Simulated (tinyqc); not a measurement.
Comparisons within one model: finite square well with mass mismatch (envelope functions). A value that a table varies takes the place of the one given here.

A square well of width L and depth V0, mass mw inside and mb outside, energies from the bottom of the well, c = hbar^2/2m0. k = sqrt(mw E/c), kappa = sqrt(mb (V0 - E)/c). psi and psi'/m are continuous at the walls (BenDaniel-Duke), so level n solves k L + 2 atan[(k/mw)/(kappa/mb)] = n pi.

Non-parabolic bands: mw is replaced by mw (1 + alpha_w E) and mb by mb (1 - alpha_b (V0 - E)), in k, kappa and the matching condition alike.

Constants: hbar^2/2m0 = 3.80998211 eV angstrom^2.

Parameters, chosen for this exercise (near those of the light valleys of a Si film in SiO2; the results hold for these values, not for the real material): V0 = 3.072 eV (barrier height); mw = 0.187 m0 (mass in the well); mb = 0.485 m0 (mass in the barrier); Ls = (8, 12, 18, 27, 40, 61, 91) angstrom (widths); L = 68 angstrom (well width); alpha_w = 0.49 1/eV (non-parabolicity in the well); alpha_b = 0.16 1/eV (non-parabolicity in the barrier).

## Width of the well

Levels against L, beside the infinite well E1(hard) = c (pi/L)^2/mw; Pb is the probability of level 1 in the barriers; a dash marks an unbound level.

Levels:
```
L (angstrom)  bound levels  E1 (eV)  E2 (eV)  E1(hard) (eV)     Pb
8                        1   0.8170        -         3.1420  0.122
12                       2   0.5090   2.1610         1.3964  0.062
18                       3   0.2967   1.2376         0.6206  0.029
27                       4   0.1628   0.6651         0.2758  0.012
40                       5   0.0865   0.3492         0.1257  0.005
61                       8   0.0419   0.1683         0.0540  0.002
91                      12   0.0204   0.0817         0.0243  0.001
```

The infinite well overestimates E1 by a factor 3.85 at 8 angstrom and 1.19 at 91 angstrom. The local exponent d ln E1/d ln L goes from -1.17 (first two rows) to -1.80 (last two), towards the -2 of hard walls, as Pb falls from 0.122 to 0.001. E2 - E1 is largest at 12 angstrom of the widths listed. Non-parabolicity, which grows with the level, already counts at a few tenths of an eV, and levels above about 0.5 eV lie beyond a parabolic band.

## Levels of description

The same well five ways. mb = mw: the barrier takes the mass of the well. psi' continuous: kappa holds mb but the condition drops the masses, k L + 2 atan(k/kappa) = n pi. The last column is measured against BenDaniel-Duke.

Levels (eV):
```
model                E1      E2      E3  E1 - E1(BDD) (meV)
infinite walls   0.0435  0.1739  0.3914                 8.9
mb = mw          0.0376  0.1501  0.3373                 3.0
BenDaniel-Duke   0.0346  0.1387  0.3132                 0.0
psi' continuous  0.0397  0.1584  0.3555                 5.1
non-parabolic    0.0362  0.1387  0.2933                 1.7
```

Hard walls put E1 8.9 meV too high. Ignoring the mass step moves it by +3.0 meV and the wrong matching by +5.1 meV: with mb/mw = 2.59, continuity of psi'/m lets the slope outside be 2.59 times the slope inside, which acts like a softer wall. Non-parabolicity shifts E1 by +1.7 meV, the balance of a heavier mass in the well, which lowers it, and a lighter mass deep in the barrier, which hardens the wall. Among the finite wells the largest departure in E1 is that of the model 'psi' continuous'.

## What each parameter does

Parabolic bands. Pb is the probability of level 1 in the barriers, (A^2/kappa)/(A^2/kappa + L/2 + sin(kL)/(2k)) with A = cos(kL/2). Each row changes one parameter from the base and keeps the others.

Results:
```
case             E1 (eV)  bound levels      Pb  V0 - E1 (eV)
base              0.0346             9  0.0012        3.0374
L = 61 angstrom   0.0419             8  0.0016        3.0301
V0 = 3.533 eV     0.0351            10  0.0010        3.4979
mw = 0.2057 m0    0.0321             9  0.0010        3.0399
mb = 0.388 m0     0.0354             9  0.0011        3.0366
```

The largest shifts from the base row, up to three for each result and ties (the steps differ in size, so this ranks the rows, not the parameters). E1 (eV): L +0.0074, mw -0.0025, mb +0.0008. bound levels: L -1, V0 +1; unchanged at the printed digits by mw and mb. Pb: L +0.0004, V0 -0.0002, mw -0.0002. V0 - E1 (eV): V0 +0.4605, L -0.0074, mw +0.0025.

Run: tinyqc, `OMP_NUM_THREADS=1 python tinyqc.py 1282680 1282681 out.jsonl`; Intel(R) Xeon(R) Processor @ 2.30GHz, one thread, shared host; about 0.01 s of CPU time with all checks.
